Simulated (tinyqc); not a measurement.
MOS structure on a p-type body with a doping step (retrograde), non-linear Poisson equation by Newton steps: one step of the calculation.

One dimension, insulator interface at x = 0, acceptor density N1 for x < x1 and Na beyond, net doping C = -(acceptor density). psi is counted from the intrinsic level: n = ni exp((psi - Vb)/Vt), p = ni exp(-psi/Vt); deep in the body psi_b = -Vt ln(Na/ni). The gate acts through Cox = eps0 eox/tox and has the potential psi_G = Vg - (phiM - chi - Vt ln(Nc/ni)). Boltzmann statistics, full ionisation, classical densities, no oxide or interface charge. Acceptors in real wide-gap material are deep and only partly ionised in the neutral body.

Task. Converged densities and sheet charges. n and p as above; box widths w_i (half boxes at both ends); band bending psi_0 - psi_b; N_inv = sum w n; N_dep = -sum w (p + C); centroid sum w n x/N_inv; gate charge Cox (psi_G - psi_0)/q.

Values chosen for this exercise; band and dielectric values close to those of 4H silicon carbide: temperature T = 250 K; band gap Eg = 3.24 eV; conduction-band density of states at T Nc = 1.32e19 cm^-3; valence-band density of states at T Nv = 1.94e19 cm^-3; electron affinity chi = 3.56 eV; relative permittivity of the gate insulator (close to aluminium oxide) eox = 8.97; insulator thickness tox = 4.8 nm; gate work function phiM = 4 eV; electron quasi-Fermi potential against the body Vb = 0 V; gate voltage against the body Vg = 0.27 V.

Constants: q = 1.602176634e-19 C, kB = 1.380649e-23 J/K, Vt = kB T/q, eps0 = 8.8541878128e-14 F/cm where lengths are in cm. Results are converted to the units shown.

| node | x (nm) | converged psi (V) | net doping C (cm^-3) |
|---|---|---|---|
| 0 | 0 | 1.3912250 | -1.4e15 |
| 1 | 0.4 | 1.3870243 | -1.4e15 |
| 2 | 1.15 | 1.3791493 | -1.4e15 |
| 3 | 2.56 | 1.3643488 | -1.4e15 |
| 4 | 5.21 | 1.3365475 | -1.4e15 |
| 5 | 10.2 | 1.2842479 | -1.4e15 |
| 6 | 19.5 | 1.1869493 | -1.4e15 |
| 7 | 37 | 1.0044717 | -1.4e15 |
| 8 | 69.9 | 0.6635745 | -1.4e15 |
| 9 | 132 | 0.0278061 | -1.4e15 |
| 10 | 247 | -1.1230022 | -2.7e16 |
| 11 | 465 | -1.4800933 | -2.7e16 |
| 12 | 873 | -1.4824531 | -2.7e16 |

ni = 3.5190480e-14 cm^-3

Find: n; p; band bending; N_inv; N_dep; centroid of the electrons; gate charge over q.

Result.

| node | n (cm^-3) | p (cm^-3) |
|---|---|---|
| 0 | 3.911e14 | 3.166e-42 |
| 1 | 3.218e14 | 3.848e-42 |
| 2 | 2.233e14 | 5.546e-42 |
| 3 | 1.123e14 | 1.102e-41 |
| 4 | 3.091e13 | 4.007e-41 |
| 5 | 2.727e12 | 4.541e-40 |
| 6 | 2.980e10 | 4.155e-38 |
| 7 | 6.247e6 | 1.982e-34 |
| 8 | 0.8385 | 1.477e-27 |
| 9 | 1.279e-13 | 9.680e-15 |
| 10 | 8.085e-37 | 1.532e9 |
| 11 | 5.117e-44 | 2.420e16 |
| 12 | 4.587e-44 | 2.700e16 |

band bending = 2.874 V
N_inv = 8.704e7 cm^-2
N_dep = 5.638e11 cm^-2
centroid of the electrons = 2.018 nm
gate charge over q = 5.642e11 cm^-2

N_inv + N_dep is 0.055 % below the gate charge.

Computed by the program tinyqc: `OMP_NUM_THREADS=1 python tinyqc.py 2080036 2080037 out.jsonl`, one thread of a shared Intel Xeon 2.30GHz, about 0.6 s for the whole run.
